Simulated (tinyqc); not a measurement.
Free-carrier optics of a doped semiconductor (Drude model with one polar phonon), step by step. Values are carried at full precision from step to step, so a last printed digit may differ when a step is redone from the rounded ones.

eps(E) = ei [1 - Ep^2/(E^2 + i E Gam)] + (es - ei) wT^2/(wT^2 - E^2 - i E gT), with Ep^2 = 8 pi c (e^2/(4 pi eps0)) N/(m ei), c = hbar^2/2m0, N in 1/angstrom^3 (1e-24 per 1/cm^3); Gam = hbar/tau, tau = mu m m0/e with m0/e = 5.685630e-12 kg/C and mu in m^2/(V s). Energies in meV.

Constants: hbar^2/2m0 = 3.80998211 eV angstrom^2; e^2/(4 pi eps0) = 14.39964547 eV angstrom; hbar = 6.58211957e-16 eV s; hbar c = 1973.269805 eV angstrom.

Values chosen for the exercise (mass and dielectric values near those of InSb; N and mu are free inputs; interband absorption and the rise of the mass with filling are left out; shifted at random, so the results belong to these values and not to a real crystal):
```
symbol  value    unit        meaning
N       1.7e+17  1/cm^3      carrier density
m       0.0128   m0          conductivity mass
mu      15000    cm^2/(V s)  mobility
ei      16.12                high-frequency dielectric constant
wT      22.5     meV         TO phonon
es      17.24                static dielectric constant
gT      0.2      meV         phonon damping
E       41.6     meV         photon energy
```

## Plasma energy and damping

Evaluate Ep, tau, Gam, the plasma wavelength hc/Ep (hc = 1239.841984 eV nm) and the dc resistivity 1/(e N mu), e = 1.602176634e-19 C.

Ep = 33.705 meV
tau = 109.16 fs
Gam = 6.030 meV
plasma wavelength = 36.79 micrometre
rho = 0.00245 ohm cm

Ep/Gam = 5.59: the plasma edge is sharp.

## Dielectric function at one energy

Insert the numbers.

free-carrier term = -10.3642+1.5022i
eps = 5.2927+1.5054i

## Optical constants

n + i k = sqrt(eps1 + i eps2) with k >= 0; R = ((n - 1)^2 + k^2)/((n + 1)^2 + k^2) at normal incidence from vacuum; alpha = 2 E k/(hbar c), times 1e8 for 1/cm; loss function Im(-1/eps) = eps2/(eps1^2 + eps2^2).

Convert eps at the photon energy E (in meV) into the optical constants.

n = 2.3233
k = 0.3240
R = 0.1665
alpha = 1.37e+03 1/cm

Light of this energy penetrates 1/alpha = 7.32 micrometre.

## Coupled plasmon-phonon modes

Without damping eps = 0 gives E^4 - (wL^2 + Ep^2) E^2 + Ep^2 wT^2 = 0 with wL = wT sqrt(es/ei) (Lyddane-Sachs-Teller).

wL = 23.27 meV

L-, L+ (meV): [21.92, 34.60]

L+ lies 0.89 meV above the larger of wL and Ep; L- lies below wT by 0.58 meV.

## Checks

- Integral of E eps2 of the free-carrier term against (pi/2) ei Ep^2 (meV^2): both 28766.

Computed by tinyqc, a small Python program: `OMP_NUM_THREADS=1 python tinyqc.py 1680338 1680339 out.jsonl` (the numbers bound the seed that draws the inputs); one thread of a shared host (Intel(R) Xeon(R) Processor @ 2.30GHz), about 0.01 s for the whole set of steps.
